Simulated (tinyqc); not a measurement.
# Worked calculation: p-n diode, drift-diffusion by the Gummel loop with Scharfetter-Gummel fluxes

Computed by the program tinyqc: `OMP_NUM_THREADS=1 python tinyqc.py 2240097 2240098 out.jsonl`, one thread of a shared Intel Xeon 2.30GHz, about 0.1 s for the whole run. Printed values are rounded.

Abrupt junction at x = 0, p side from -Lp, n side to Ln, ohmic contacts. psi is counted from the intrinsic level; n = ni exp((psi - phin)/Vt), p = ni exp((phip - psi)/Vt). Contacts: p side psi = V - Vt ln(Na/ni), p = Na, n = ni^2/Na; n side psi = Vt ln(Nd/ni), n = Nd, p = ni^2/Nd. Constant mobilities, D = mu Vt, Boltzmann statistics, SRH recombination through a mid-gap level, U = (n p - ni^2)/(tp (n + ni) + tn (p + ni)). Current is positive from the p contact to the n contact.

Inputs (values chosen for the exercise); band and dielectric values those of a made-up semiconductor: temperature T = 300 K; band gap Eg = 0.921 eV; relative permittivity eps_r = 13.5; conduction-band density of states at T Nc = 2.14e17 cm^-3; valence-band density of states at T Nv = 8.06e18 cm^-3; acceptor density of the p side Na = 3.1e16 cm^-3; donor density of the n side Nd = 1.2e16 cm^-3; electron mobility mun = 11000 cm^2/(V s); hole mobility mup = 260 cm^2/(V s); SRH lifetime of electrons tn = 1e-10 s; SRH lifetime of holes tp = 2e-7 s; uniform generation rate G = 0 cm^-3 s^-1; bias of the p contact V = 0.38 V.

Constants: q = 1.602176634e-19 C, kB = 1.380649e-23 J/K, Vt = kB T/q, eps0 = 8.8541878128e-14 F/cm where lengths are in cm. Results are converted to the units shown.

## Intrinsic density and built-in voltage

ni = sqrt(Nc Nv) exp(-Eg/(2 Vt)), Eg in volts; Vbi = Vt ln(Na Nd/ni^2).

ni = 2.41165e10 cm^-3
Vbi = 0.702764 V

## Round 1: Poisson equation

x, node 0 to 12 (nm): [-600, -476, -365, -267, -179, -101, -31, 31, 144, 352, 732, 1430, 2700]
phin at the start, node 0 to 12 (V): [0.38, 0, 0, 0, 0, 0, 0, 0, 0, 0, 0, 0, 0]
phip at the start, node 0 to 12 (V): [0.38, 0.38, 0.38, 0.38, 0.38, 0.38, 0.38, 0.38, 0.38, 0.38, 0.38, 0.38, 0]

With phin and phip held, solve a_i (psi_(i+1) - psi_i) - a_(i-1) (psi_i - psi_(i-1)) + q w_i (p_i - n_i + C_i) = 0 for the inner nodes by Newton steps to convergence; a_i = eps0 eps_r/h_i, h_i = x_(i+1) - x_i, w_i = (h_(i-1) + h_i)/2, C = -Na or +Nd.

psi, node 0 to 12 (V): [0.016350, 0.016350, 0.016351, 0.016370, 0.016649, 0.019986, 0.051218, 0.204777, 0.326214, 0.338787, 0.339112, 0.339114, 0.339114]
n after Poisson, node 0 to 12 (cm^-3): [18761.5, 4.53928e10, 4.53947e10, 4.54277e10, 4.59202e10, 5.22471e10, 1.74878e11, 6.64376e13, 7.28574e15, 1.18489e16, 1.19989e16, 1.20001e16, 1.2e16]
p after Poisson, node 0 to 12 (cm^-3): [3.1e16, 3.10000e16, 3.09987e16, 3.09762e16, 3.06440e16, 2.69331e16, 8.04662e15, 2.11804e13, 1.93141e11, 1.18760e11, 1.17275e11, 1.17264e11, 48467.3]

## Round 1: electron continuity

With psi and p held, F_i = (mun Vt/h_i) [n_(i+1) B(d_i) - n_i B(-d_i)], d_i = (psi_(i+1) - psi_i)/Vt, B(d) = d/(exp(d) - 1); solve F_i - F_(i-1) = w_i [(n_i p_i - ni^2)/den_i - G] for the new n, with den = tp (n + ni) + tn (p + ni) taken at the old n and p, h_i = x_(i+1) - x_i, w_i = (h_(i-1) + h_i)/2; phin = psi - Vt ln(n/ni).

new n, node 0 to 12 (cm^-3): [18761.5, 1.04307e10, 1.98160e10, 2.81901e10, 3.61215e10, 4.83616e10, 1.73908e11, 6.64341e13, 7.28559e15, 1.18487e16, 1.19988e16, 1.20000e16, 1.2e16]
phin after round 1, node 0 to 12 (V): [0.380000, 0.038018, 0.021429, 0.012335, 0.006205, 0.001998, 0.000144, 0.000001, 0.000001, 0.000000, 0.000000, 0.000000, 0.000000]

## Round 1: hole continuity

With psi and the new n held, F_i = (mup Vt/h_i) [p_(i+1) B(-d_i) - p_i B(d_i)], d_i = (psi_(i+1) - psi_i)/Vt, B(d) = d/(exp(d) - 1); solve F_i - F_(i-1) = w_i [(n_i p_i - ni^2)/den_i - G] for the new p, with den = tp (n + ni) + tn (p + ni) taken at the new n and the old p, h_i = x_(i+1) - x_i, w_i = (h_(i-1) + h_i)/2; phip = psi + Vt ln(p/ni).

new p, node 0 to 12 (cm^-3): [3.1e16, 3.09999e16, 3.09986e16, 3.09760e16, 3.06438e16, 2.69330e16, 8.04656e15, 2.11796e13, 1.92003e11, 1.10285e11, 9.11707e10, 5.86366e10, 48467.3]
phip after round 1, node 0 to 12 (V): [0.380000, 0.380000, 0.380000, 0.380000, 0.380000, 0.380000, 0.380000, 0.379999, 0.379847, 0.378086, 0.373491, 0.362083, 0.000000]

## Round 2: Poisson equation

As before.

psi, node 0 to 12 (V): [0.016350, 0.016350, 0.016351, 0.016370, 0.016649, 0.019986, 0.051218, 0.204777, 0.326215, 0.338787, 0.339112, 0.339114, 0.339114]
n after Poisson, node 0 to 12 (cm^-3): [18761.5, 1.04306e10, 1.98159e10, 2.81900e10, 3.61213e10, 4.83613e10, 1.73907e11, 6.64344e13, 7.28573e15, 1.18489e16, 1.19989e16, 1.20001e16, 1.2e16]
p after Poisson, node 0 to 12 (cm^-3): [3.1e16, 3.10000e16, 3.09987e16, 3.09762e16, 3.06440e16, 2.69331e16, 8.04659e15, 2.11795e13, 1.92000e11, 1.10283e11, 9.11696e10, 5.86363e10, 48467.3]

## Round 2: electron continuity

As before.

new n, node 0 to 12 (cm^-3): [18761.5, 1.04304e10, 1.98156e10, 2.81897e10, 3.61210e10, 4.83612e10, 1.73907e11, 6.64344e13, 7.28573e15, 1.18489e16, 1.19989e16, 1.20001e16, 1.2e16]
phin after round 2, node 0 to 12 (V): [0.380000, 0.038019, 0.021429, 0.012336, 0.006205, 0.001998, 0.000144, 0.000001, 0.000001, 0.000000, 0.000000, 0.000000, 0.000000]

## Round 2: hole continuity

As before.

new p, node 0 to 12 (cm^-3): [3.1e16, 3.10000e16, 3.09987e16, 3.09762e16, 3.06440e16, 2.69331e16, 8.04659e15, 2.11795e13, 1.92000e11, 1.10283e11, 9.11693e10, 5.86361e10, 48467.3]
phip after round 2, node 0 to 12 (V): [0.380000, 0.380000, 0.380000, 0.380000, 0.380000, 0.380000, 0.380000, 0.379999, 0.379847, 0.378086, 0.373491, 0.362083, 0.000000]

## Course of the Gummel loop

Stop when phin and phip change by less than 1e-8 V, or after 80 rounds. J = Jn at the p contact + Jp at the n contact + q sum w_i U_i - q G sum w_i over the inner nodes, which avoids differences of large majority fluxes: Jn = (q mun Vt/h_0)[n_1 B(d_0) - n_0 B(-d_0)], Jp = (q mup Vt/h_last)[p_(N-1) B(d_last) - p_N B(-d_last)], d_i = (psi_(i+1) - psi_i)/Vt, B(d) = d/(exp(d) - 1), w_i = (h_(i-1) + h_i)/2.

Course of the iteration:
```
round  J (A/cm^2)  largest change of phin, phip (V)
1       0.0427314                            0.0380
2       0.0427304                           6.53e-7
3       0.0427304                          8.23e-12
```

Converged in 3 rounds.

## Recombination and current

converged psi, node 0 to 12 (V): [0.016350, 0.016350, 0.016351, 0.016370, 0.016649, 0.019986, 0.051218, 0.204777, 0.326215, 0.338787, 0.339112, 0.339114, 0.339114]
converged n, node 0 to 12 (cm^-3): [18761.5, 1.04304e10, 1.98156e10, 2.81897e10, 3.61210e10, 4.83612e10, 1.73907e11, 6.64344e13, 7.28573e15, 1.18489e16, 1.19989e16, 1.20001e16, 1.2e16]
converged p, node 0 to 12 (cm^-3): [3.1e16, 3.10000e16, 3.09987e16, 3.09762e16, 3.06440e16, 2.69331e16, 8.04659e15, 2.11795e13, 1.92000e11, 1.10283e11, 9.11693e10, 5.86361e10, 48467.3]

U_i as defined. J = Jn at the p contact + Jp at the n contact + q sum w_i U_i - q G sum w_i over the inner nodes, which avoids differences of large majority fluxes: Jn = (q mun Vt/h_0)[n_1 B(d_0) - n_0 B(-d_0)], Jp = (q mup Vt/h_last)[p_(N-1) B(d_last) - p_N B(-d_last)], d_i = (psi_(i+1) - psi_i)/Vt, B(d) = d/(exp(d) - 1), w_i = (h_(i-1) + h_i)/2.

U, node 0 to 12 (cm^-3 s^-1): [0, 1.04072e20, 1.97595e20, 2.80947e20, 3.59795e20, 4.81023e20, 1.65748e21, 1.05842e20, 9.59996e17, 5.51413e17, 4.55846e17, 2.93179e17, 0]
Jn at the p contact = 0.0383244 A/cm^2
Jp at the n contact = 4.97212e-4 A/cm^2
recombination = 0.00390882 A/cm^2
generation = 0 A/cm^2
J = 0.0427304 A/cm^2

A 500-node mesh gives J = 0.04302 A/cm^2; this mesh differs from it by -2.9e-4 A/cm^2 (-0.68 %).
